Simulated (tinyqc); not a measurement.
# MOSFET in saturation, small-signal circuit and noise: effects of single changes

Bias by the inversion coefficient IC = I/Ispec (charge-based model with velocity saturation; weak inversion below 0.1, strong above 10). Common-source circuit: gm, gds, Cgs, Cgd and Cj at the inner nodes, Rg in series with the gate; quasi-static, no source or drain resistance, no gate-body capacitance, no substrate network, no induced gate noise, so fmax is an upper estimate.

Values chosen for this exercise:

| symbol | value | unit | meaning |
|---|---|---|---|
| T | 300 | K | temperature |
| L | 130 | nm | gate length |
| W | 10 | um | total gate width |
| Cox | 2.01 | uF/cm^2 | gate capacitance |
| mu | 160 | cm^2/(V s) | mobility |
| n | 1.32 |  | slope factor |
| Ls | 15 | nm | velocity-saturation length |
| sg | 0.026 |  | ratio gds/gm |
| Cov | 0.28 | fF/um | overlap and fringe capacitance per side |
| Cj | 0.73 | fF/um | drain junction capacitance |
| Rsh | 8 | ohm | sheet resistance of the gate |
| Wf | 0.5 | um | finger width |
| Rc | 200 | ohm um | gate contact and vertical resistance |
| IC | 0.16 |  | inversion coefficient |
| gw | 0.13 |  | short-channel excess of the noise factor |
| Nt | 2.8e17 | cm^-3 eV^-1 | oxide trap density |
| lt | 0.1 | nm | tunnelling length into the oxide |
| ac | 0 | V s/C | Coulomb scattering coefficient |

Constants: q = 1.602176634e-19 C, kB = 1.380649e-23 J/K, Vt = kB T/q. Results are converted to the units shown.

Each table varies one quantity; the others keep the values above.

## Effect of the finger width on speed and noise

Ispec = 2 n mu Cox (W/L) Vt^2, lc = Ls/L, gms = [sqrt((lc IC + 1)^2 + 4 IC) - 1]/[2 + lc (lc IC + 1)], gm = gms Ispec/(n Vt), gds = sg gm. qs = [sqrt(1 + 4 IC) - 1]/2, Cgs = Cox W L qs (2 qs + 3)/(3 (qs + 1)^2) + Cov W, Cgd = Cov W, Cd = Cj W, Rg = Rsh (Wf/L)/(12 Nf) + Rc/W with Nf = W/Wf fingers (not rounded) contacted at both ends. fT = gm/(2 pi (Cgs + Cgd)), fmax = fT/(2 sqrt(Rg (gds + 2 pi fT Cgd))). Channel noise Sid = 4 kB T gam n gm with gam = (1/2 + (2/3) qs)/(1 + qs) + gw lc IC, qs = [sqrt(1 + 4 IC) - 1]/2, lc = Ls/L (the last term an empirical rise with velocity saturation); at the gate, white noise Sw = Sid/gm^2 + 4 kB T Rg. Number fluctuation with correlated mobility: S(f) = K/f, K = q^2 Vt lt Nt/(W L Cox^2) (1 + ac mu Cox I/gm)^2, Vt in eV with Nt per eV. Corner fc = K/Sw. IC is held fixed.

The same in every row: I (uA) = 6.9837; fT (GHz) = 3.2671.

Effect of the finger width on speed and noise:
```
Wf (um)	Rg (ohm)	fmax (GHz)	sqrt(Sw) (nV/Hz^0.5)	fc (MHz)
0.25	20.032	46.311	8.0304	0.54861
0.5	20.128	46.200	8.0305	0.54859
1	20.513	45.765	8.0309	0.54854
2	22.051	44.139	8.0325	0.54832
4	28.205	39.028	8.0388	0.54746
8	52.821	28.519	8.0642	0.54402
```

What does the table show?

As Wf goes from 0.25 to 8 um, fT stays at 3.27 GHz, fmax falls from 46.3 to 28.5 GHz, the white noise stays near 8.04 nV/Hz^0.5 and the corner falls from 0.549 to 0.544 MHz. The finger width leaves fT alone and acts through Rg, whose sheet part goes as Wf^2. In every row fmax exceeds 4 fT, where channel resistance and substrate losses, left out here, would cap it.

## Gains against frequency

Inner admittances at w = 2 pi f: y11 = i w (Cgs + Cgd), y12 = -i w Cgd, y21 = gm - i w Cgd, y22 = gds + i w (Cgd + Cd). Invert to Z, add Rg to Z11 and invert back to Y. |h21| = |Y21/Y11|; U = |Y21 - Y12|^2/(4 [Re Y11 Re Y22 - Re Y12 Re Y21]). MSG = |Y21/Y12|; stability factor k = [2 Re Y11 Re Y22 - Re(Y12 Y21)]/|Y12 Y21|.

The same in every row: f sqrt(U) (GHz) = 46.20.

Gains against frequency:
```
f (GHz)	|h21| (dB)	U (dB)	MSG (dB)	k
0.033	39.91	62.92	24.87	0.003335
0.061	34.58	57.59	22.20	0.006165
0.11	29.46	52.46	19.64	0.01112
0.21	23.84	46.85	16.84	0.02122
0.4	18.25	41.25	14.04	0.04040
0.75	12.81	35.79	11.32	0.07560
1.4	7.443	30.37	8.637	0.1402
2.6	2.261	24.99	6.046	0.2545
```

Read the table: what changes, and by how much?

Over the table |h21| falls by 19.9 dB a decade, U by 20.0 and MSG by 9.93. The product f sqrt(U) stays at 46.2 GHz, against fmax = 46.2 GHz from the formula. k stays below one in all rows, so the device is only conditionally stable. In every row fmax exceeds 4 fT, where channel resistance and substrate losses, left out here, would cap it.

## Integrated noise against bandwidth

Same model as above.

Corner fc = K/Sw. Mean square from f1 = 10 Hz to B: Sw (B - f1) + K ln(B/f1).

Result of one run:
```
B (Hz)	spot noise at B (nV/Hz^0.5)	white part (uV rms)	1/f part (uV rms)	total (uV rms)
1000	188.26	0.25267	12.764	12.767
```

What becomes of these results when the upper band edge B is changed from 1000 to 1e5 Hz, all else the same?

Result of the changed run:
```
B (Hz)	spot noise at B (nV/Hz^0.5)	white part (uV rms)	1/f part (uV rms)	total (uV rms)
1e5	20.452	2.5393	18.051	18.229
```

The whole series:
```
B (Hz)	spot noise at B (nV/Hz^0.5)	white part (uV rms)	1/f part (uV rms)	total (uV rms)
1000	188.26	0.25267	12.764	12.767
10000	60.019	0.80265	15.633	15.653
1e5	20.452	2.5393	18.051	18.229
1e6	9.9934	8.0305	20.182	21.721
1e7	8.2479	25.395	22.108	33.670
1e8	8.0525	80.305	23.880	83.780
1e9	8.0327	253.95	25.528	255.23
```

The 1/f part adds the same power, K ln 10, in each decade and grows only from 12.8 to 25.5 uV; the white part grows as sqrt(B). It overtakes the 1/f part by B = 1e7 Hz among the rows, above the corner fc = 5.49e5 Hz of the spot noise.

Numbers from tinyqc (`OMP_NUM_THREADS=1 python tinyqc.py 2150044 2150045 out.jsonl`; about 0.01 s on one thread of a shared Intel Xeon 2.30GHz).
